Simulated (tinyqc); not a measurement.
Film and buried-oxide thickness from two coupling ratios.

Question. In a depleted film -dVT/dVb is k1 = Cs Cbox/(Cox (Cs + Cbox)) for a front channel and k2 = Cbox (Cox + Cs)/(Cox Cs) for a back channel, with Cox = eps0 eox/tox, Cs = eps0 eps_r/ts, Cbox = 3.9 eps0/tb. Find ts and tb.

Parameters, values chosen for the exercise; band and dielectric values close to those of silicon:
```
symbol  value  unit                                                                 meaning
eps_r    11.5                                                         relative permittivity
eox      24.5        relative permittivity of the gate insulator (close to zirconium oxide)
tox         3    nm                                                     insulator thickness
```

coupling ratios for a front and a back channel: 0.013947876  0.084869122

Solution. With y = Cox/Cs and z = Cox/Cbox, 1/k1 = y + z and k2 = (1 + y)/z, so y = (k2/k1 - 1)/(1 + k2); the thicknesses follow from y and z.

ts = 6.60 nm
tb = 32.0 nm

Computed by the program tinyqc: `OMP_NUM_THREADS=1 python tinyqc.py 2190062 2190063 out.jsonl`, one thread of a shared Intel Xeon 2.30GHz, about 0.3 s for the whole run.
